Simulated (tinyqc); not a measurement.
Out-diffusion of a doped substrate or buried layer into a growing epitaxial film: one step, computed by the program tinyqc.

x is counted from the original substrate surface into the film, whose surface moves as x = v t. Substrate dopant has one diffusivity; the dopant of the film is taken as uniform.

Question. Transition width. After growth and the later budget: l2 = 2 sqrt(D t + (Dt)2); C(x) = (C_s/2) erfc(x/l2) + share x C_s exp(-x/decay length) for x > 0 (autodoping taken as unchanged by the later budget). The transition x_t solves C(x) = C_e, where the total doping is twice the intended value. Usable film = d - x_t. Also give x_t for the erfc term alone, after growth and after the later budget.

Inputs (values chosen for the exercise, modelled on arsenic in silicon): substrate concentration C_s = 7.1e+18 1/cm^3; film doping C_e = 1.7e+16 1/cm^3; film thickness d = 0.41 um; growth temperature T = 950 C; autodoping level at the start, as a share of C_s = 3e-05; decay length of autodoping = 0.12 um; later thermal budget (Dt)2 = 3.9e-12 cm^2.

Film doping: same type as the substrate.

length l = 0.002711683 um

Give: length l2; x_t after growth, erfc alone; x_t after the later budget, erfc alone; x_t with autodoping; usable film.

Answer.

length l2 = 0.03959 um

x_t after growth, erfc alone = 0.005409 um

x_t after the later budget, erfc alone = 0.07897 um

x_t with autodoping = 0.07903 um

usable film = 0.3310 um

Solid-state diffusion sets the transition. The later budget is 210 times that of the growth. Caution: the substrate doping is comparable to or above the intrinsic density at growth temperature, so the diffusivity may be higher on that side.
